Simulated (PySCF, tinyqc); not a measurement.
Inside a calculation. Method: CISD on RHF in the 6-311g basis, for H2, spin multiplicity 1. The lowest restricted solution is unstable here: a spin-polarised one lies 0.0002 hartree lower (PySCF). One step of it, computed by the program tinyqc.

Problem. CISD: roots. Diagonalise (each vector has its largest component positive (the first on a tie)); all determinants have Ms = 0, so triplets appear too. The lowest singlet root is the correlation energy.

Occupation strings over the orbitals (2 doubly, a alpha, b beta, 0 empty; spin orbitals ordered 1a 1b 2a 2b ...): 200000 a0b000 a0000b b0a000 b0000a 020000 0a0b00 0a00b0 002000 00a00b 0b0a00 000200 000ab0 0b00a0 000ba0 000020 00b00a 000002

H - E(HF) between determinants (hartree), lower triangle:
```
           200000     a0b000     a0000b     b0a000     b0000a     020000     0a0b00     0a00b0
200000   0.000000
a0b000   0.000000   0.538672
a0000b   0.000000  -0.043146   2.619399
b0a000   0.000000  -0.052030  -0.030881   0.538672
b0000a   0.000000  -0.030881  -0.063433  -0.043146   2.619399
020000   0.095710  -0.001819  -0.025774   0.001819   0.025774   0.648289
0a0b00  -0.077848   0.067699   0.047424  -0.022960  -0.035064   0.120074   0.991690
0a00b0  -0.027632   0.036872   0.139693  -0.022708  -0.043464   0.030888  -0.119467   2.803227
002000   0.052030   0.068550  -0.031775  -0.068550   0.031775   0.025189   0.004784  -0.015188
00a00b   0.030881  -0.031775  -0.028665  -0.027942   0.037629   0.014386  -0.024379  -0.030352
0b0a00   0.077848  -0.022960  -0.035064   0.067699   0.047424  -0.120074  -0.071042  -0.021032
000200   0.082979  -0.051714  -0.059797   0.051714   0.059797   0.071042   0.099921  -0.056553
000ab0   0.044785  -0.043588  -0.140424   0.025681   0.058964   0.021032  -0.056553   0.033866
0b00a0   0.027632  -0.022708  -0.043464   0.036872   0.139693  -0.030888  -0.021032  -0.036706
000ba0  -0.044785   0.025681   0.058964  -0.043588  -0.140424  -0.021032  -0.008068   0.043911
000020   0.061706  -0.037178  -0.108115   0.037178   0.108115   0.036706  -0.043911  -0.037590
00b00a  -0.030881  -0.027942   0.037629  -0.031775  -0.028665  -0.014386   0.023174   0.026622
000002   0.063433  -0.037629  -0.069937   0.037629   0.069937   0.033106  -0.044321  -0.084275

           002000     00a00b     0b0a00     000200     000ab0     0b00a0     000ba0     000020
002000   1.183760
00a00b  -0.087140   3.128676
0b0a00  -0.004784   0.023174   0.991690
000200   0.055175   0.034320  -0.099921   1.354340
000ab0   0.025372   0.102388  -0.008068  -0.092411   3.189546
0b00a0   0.015188   0.026622  -0.119467   0.056553   0.043911   2.803227
000ba0  -0.025372  -0.042600  -0.056553   0.092411  -0.074380   0.033866   3.189546
000020   0.030375   0.090450   0.043911   0.074380  -0.005733   0.037590   0.005733   5.149087
00b00a   0.087140  -0.032187  -0.024379  -0.034320  -0.042600  -0.030352   0.102388  -0.090450
000002   0.032187   0.001015   0.044321   0.066776   0.130984   0.084275  -0.130984   0.309402

           00b00a    000002
00b00a   3.128676
000002  -0.001015  5.342696
```

Give: lowest roots of this matrix, relative to E(HF); lowest vectors; <S^2> of these roots; weight of the ground state by excitation level 0, 1, 2, ....

Solution.

lowest roots of this matrix, relative to E(HF) (hartree): -0.041  0.478  0.532  0.615  0.913  1.068  1.180  1.429

lowest vectors:
```
        root 1  root 2  root 3  root 4
200000   0.974   0.000   0.112   0.158
a0b000  -0.019   0.702   0.628  -0.258
a0000b  -0.009   0.026   0.018   0.011
b0a000   0.019   0.702  -0.628   0.258
b0000a   0.009   0.026  -0.018  -0.011
020000  -0.160   0.000   0.301   0.887
0a0b00   0.094  -0.074  -0.184  -0.146
0a00b0   0.013  -0.010  -0.027  -0.014
002000  -0.034   0.000  -0.163   0.023
00a00b  -0.007   0.016  -0.013  -0.006
0b0a00  -0.094  -0.074   0.184   0.146
000200  -0.064   0.000   0.100  -0.104
000ab0  -0.013   0.004   0.015  -0.021
0b00a0  -0.013  -0.010   0.027   0.014
000ba0   0.013   0.004  -0.015   0.021
000020  -0.008   0.000   0.003  -0.014
00b00a   0.007   0.016   0.013   0.006
000002  -0.007   0.000   0.001  -0.012
```

<S^2> of these roots: 0.000  2.000  0.000  0.000  2.000  0.000  0.000  0.000

weight of the ground state by excitation level 0, 1, 2, ...: 0.950  0.001  0.049
